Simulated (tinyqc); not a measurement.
p-n junction with a stepped n side, non-linear Poisson equation by Newton steps: two steps of the calculation.

One dimension, p side on the left, n side on the right; net doping C = -Na for x < 0, +N1 for 0 < x < L1 and +Nd beyond. The potential psi is counted from the intrinsic level, and the quasi-Fermi potentials are flat: 0 for holes and -V for electrons, so n = ni exp((psi + V)/Vt) and p = ni exp(-psi/Vt) (Boltzmann statistics, full ionisation, no current). Under reverse bias this makes the minority densities vanishingly small everywhere; they play no part in the charge.

Parameters, values chosen for the exercise; band and dielectric values those of a made-up semiconductor: temperature T = 300 K; band gap Eg = 4.12 eV; relative permittivity eps_r = 11.1; conduction-band density of states at T Nc = 1.91e19 cm^-3; valence-band density of states at T Nv = 1.92e19 cm^-3; acceptor density of the p side Na = 1.6e16 cm^-3; donor density of the n side Nd = 2.9e16 cm^-3; bias of the p side against the n side V = -0.8 V.

Constants: q = 1.602176634e-19 C, kB = 1.380649e-23 J/K, Vt = kB T/q, eps0 = 8.8541878128e-14 F/cm where lengths are in cm. Results are converted to the units shown.

Question 1. Intrinsic density, end potentials and Debye lengths. ni = sqrt(Nc Nv) exp(-Eg/(2 Vt)), Eg in volts; psi_p = -Vt ln(Na/ni), psi_n = Vt ln(Nd/ni) - V; Debye length sqrt(eps0 eps_r Vt/(q N)).

Find: ni; psi_p; psi_n; Debye length, p side; Debye length, n side.

Answer 1.

ni = 4.739e-16 cm^-3
psi_p = -1.877 V
psi_n = 2.692 V
Debye length, p side = 31.48 nm
Debye length, n side = 23.38 nm

Question 2. Newton step. Solve the tridiagonal system a_(i-1) d_(i-1) + b_i d_i + a_i d_(i+1) = -F_i for nodes 1 to 14, with d = 0 on fixed nodes. If the largest |d| exceeds 4 Vt, the whole step is scaled down so that it equals 4 Vt.

| interval | coupling a_i (F/cm^2) |
|---|---|
| 0 | 1.1193791e-8 |
| 1 | 2.0475309e-8 |
| 2 | 3.7087353e-8 |
| 3 | 6.7780334e-8 |
| 4 | 1.2285186e-7 |
| 5 | 2.2336701e-7 |
| 6 | 2.0604085e-7 |
| 7 | 1.9158184e-7 |
| 8 | 1.7550265e-7 |
| 9 | 1.6111719e-7 |
| 10 | 1.5120228e-7 |
| 11 | 1.3842463e-7 |
| 12 | 1.2763829e-7 |
| 13 | 1.1700177e-7 |
| 14 | 1.0920165e-7 |

| node | diagonal b (F/cm^2) | residual F (C/cm^2) |
|---|---|---|
| 1 | -6.7629741e-6 | 2.5215860e-15 |
| 2 | -3.4632259e-6 | 2.1352325e-8 |
| 3 | -1.0486769e-7 | -5.5305005e-10 |
| 4 | -1.9063219e-7 | ~0 |
| 5 | -3.4621887e-7 | -3.3399521e-9 |
| 6 | -4.2940786e-7 | 7.2019489e-8 |
| 7 | -3.9762269e-7 | ~0 |
| 8 | -3.6708551e-7 | -1.9066515e-14 |
| 9 | -3.5274443e-7 | -2.1224817e-10 |
| 10 | -1.2257355e-6 | -9.9158747e-9 |
| 11 | -1.5408683e-6 | -1.7606125e-9 |
| 12 | -1.5987776e-6 | -3.4802506e-14 |
| 13 | -1.6916706e-6 | -2.1737168e-16 |
| 14 | -1.7898475e-6 | -1.0037416e-18 |

| node | psi after iteration 2 (V) |
|---|---|
| 0 | -1.8767748 |
| 1 | -1.8767685 |
| 2 | -1.8746759 |
| 3 | -1.0970066 |
| 4 | 0.0956702 |
| 5 | 0.9884465 |
| 6 | 1.5356752 |
| 7 | 1.9793185 |
| 8 | 2.3363950 |
| 9 | 2.5841515 |
| 10 | 2.6865962 |
| 11 | 2.6927574 |
| 12 | 2.6922023 |
| 13 | 2.6921532 |
| 14 | 2.6921495 |
| 15 | 2.6921492 |

Find: Newton step d, before damping; psi after iteration 3.

Answer 2.

| node | Newton step d, before damping (V) |
|---|---|
| 1 | 0.000 |
| 2 | 0.012 |
| 3 | 0.526 |
| 4 | 0.816 |
| 5 | 0.976 |
| 6 | 1.078 |
| 7 | 0.840 |
| 8 | 0.584 |
| 9 | 0.305 |
| 10 | 0.032 |
| 11 | 0.002 |
| 12 | 0.000 |
| 13 | 0.000 |
| 14 | 0.000 |

| node | psi after iteration 3 (V) |
|---|---|
| 0 | -1.877 |
| 1 | -1.877 |
| 2 | -1.874 |
| 3 | -1.047 |
| 4 | 0.174 |
| 5 | 1.082 |
| 6 | 1.639 |
| 7 | 2.060 |
| 8 | 2.392 |
| 9 | 2.613 |
| 10 | 2.690 |
| 11 | 2.693 |
| 12 | 2.692 |
| 13 | 2.692 |
| 14 | 2.692 |
| 15 | 2.692 |

Program tinyqc, `OMP_NUM_THREADS=1 python tinyqc.py 2000133 2000134 out.jsonl`; Intel Xeon 2.30GHz, shared host, one thread, about 0.08 s.

~0 in a residual or rate marks an entry under 1e-11 of the largest of its column.
